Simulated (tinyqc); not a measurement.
# Changing the log10 of the dissolved activity a

Model: potential-pH (Pourbaix) lines of a metal, its cation, its oxide and an oxyanion, with a complexing ligand. Computed by tinyqc, a small Python program. Command: `OMP_NUM_THREADS=1 python tinyqc.py 3012255 3012256 out.jsonl pourb sweep`. One thread of a shared host (Intel(R) Xeon(R) Processor @ 2.30GHz), about 0.01 s of CPU time with the checks.

Potentials are against the standard hydrogen electrode; solids and water have unit activity; dG_f of M, H+ and the electron is zero; F = e N_A and s = R T ln(10)/F. The cation carries z = 3.

Inputs (values chosen for the exercise, modelled on gallium):
```
quantity                value    unit
dG_f of the cation     -156.3  kJ/mol
dG_f of the oxide     -997.53  kJ/mol
dG_f of the oxyanion  -537.17  kJ/mol
dG_f of water         -237.14  kJ/mol
temperature T          298.15       K
pH                         12       -
potential E             -0.87       V
```

Species: M, M3+, M2O3, MO2(-).

Constants: R = 8.314462618 J/(mol K); e = 1.602176634e-19 C; N_A = 6.02214076e+23 1/mol.

Method:
- M3+ + 3e = M; (1/2) M2O3 + 3H+ + 3e = M + (3/2) H2O; MO2(-) + 4H+ + 3e = M + 2H2O. For each, E0 = -dG/(z F), and E = E0 + (s/z) log10 a - (s n_H/z) pH, with no activity term for the oxide.
- Two oxidised species coexist where their lines against the metal cross: pH1 (cation/oxide) = [E0(oxide) - E0(cation)]/s - (log10 a)/z; pH2 (oxide/oxyanion) = {[E0(oxyanion) - E0(oxide)]/s + (log10 a)/z}/(4/z - 1).
- The metal is stable below the lowest of the three lines; above it, the species of the lowest line is stable. Water lines at 1 bar: hydrogen E = -s pH, oxygen E = -dG_f(water)/(2F) - s pH.

One run for each value:
```
log10 of the dissolved activity a     pH1     pH2  width of the oxide field, pH2 - pH1  upper limit of immunity (V)
-8                                 3.4401   6.044                                2.604                      -1.3216
-7                                 3.1068   7.044                                3.937                      -1.3019
-6                                 2.7735   8.044                                5.271                      -1.2821
-5                                 2.4401   9.044                                6.604                      -1.2624
-4                                 2.1068  10.044                                7.937                      -1.2427
-3                                 1.7735  11.044                                9.271                      -1.2230
-2                                 1.4401  12.044                               10.604                      -1.2041
-1                                 1.1068  13.044                               11.937                      -1.2041
```

What does the table show?

Over the rows, pH1 falls from 3.44 to 1.11; pH2 rises from 6.04 to 13.0; width of the oxide field, pH2 - pH1 rises from 2.60 to 11.9.

Caution (all rows): other oxidation states, hydroxides and hydrides are left out, and the lines say nothing of rates.

Extremes, crossings and ranges named in words are read from the listed rows.
